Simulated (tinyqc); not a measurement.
Free-carrier absorption and index change in the near infrared: free-carrier optics of a doped semiconductor (Drude model).

eps(E) = ei [1 - Ep^2/(E^2 + i E Gam)], with Ep^2 = 8 pi c (e^2/(4 pi eps0)) N/(m ei), c = hbar^2/2m0, N in 1/angstrom^3 (1e-24 per 1/cm^3); Gam = hbar/tau, tau = mu m m0/e with m0/e = 5.685630e-12 kg/C and mu in m^2/(V s). Energies in meV.

n + i k = sqrt(eps1 + i eps2) with k >= 0; R = ((n - 1)^2 + k^2)/((n + 1)^2 + k^2) at normal incidence from vacuum; alpha = 2 E k/(hbar c), times 1e8 for 1/cm; loss function Im(-1/eps) = eps2/(eps1^2 + eps2^2).

Constants: hbar^2/2m0 = 3.80998211 eV angstrom^2; e^2/(4 pi eps0) = 14.39964547 eV angstrom; hbar = 6.58211957e-16 eV s; hbar c = 1973.269805 eV angstrom.

Parameters, chosen for this exercise (mass and dielectric values near those of Si; N and mu are free inputs; interband absorption and the rise of the mass with filling are left out; shifted at random, so the results belong to these values and not to a real crystal): N = 2.4e+19 1/cm^3 (carrier density); m = 0.273 m0 (conductivity mass); mu = 120 cm^2/(V s) (mobility); ei = 11.83 (high-frequency dielectric constant).

At the wavelengths listed E = hc/lambda (hc = 1239.841984 eV nm). Approximate forms: alpha = ei Ep^2 Gam/(E^2 sqrt(ei) hbar c) and dn = -sqrt(ei) Ep^2/(2 E^2).

Free carriers:

| lambda (micrometre) | E (meV) | alpha (1/cm) | alpha, approximate | dn | dn, approximate |
|---|---|---|---|---|---|
| 1.31 | 946.4 | 70.8 | 70.5 | -0.0197 | -0.0197 |
| 1.55 | 799.9 | 99.2 | 98.6 | -0.0276 | -0.0275 |
| 2.00 | 619.9 | 166 | 164 | -0.0460 | -0.0459 |
| 3.00 | 413.3 | 378 | 370 | -0.104 | -0.103 |
| 5.00 | 248.0 | 1.10e+03 | 1.03e+03 | -0.293 | -0.287 |
| 8.00 | 155.0 | 3.23e+03 | 2.63e+03 | -0.780 | -0.734 |
| 10.60 | 117.0 | 7.20e+03 | 4.61e+03 | -1.42 | -1.29 |

At 1.55 micrometre alpha = 99.2 1/cm and dn = -0.0276; a phase shift of pi needs a length lambda/(2 |dn|) = 28.1 micrometre, over which the loss is 1.21 dB. The approximate alpha is within 5 % up to 3 micrometre of the wavelengths listed; it needs photon energies well above both Ep and Gam, which lie at 12.2 and 35.1 micrometre. Interband and intervalley absorption are left out; with a realistic dc mobility the Drude form tends to understate the near-infrared absorption of Si.

Program tinyqc; command `OMP_NUM_THREADS=1 python tinyqc.py 1651462 1651463 out.jsonl`; about 0.01 s on one thread of a shared Intel(R) Xeon(R) Processor @ 2.30GHz.
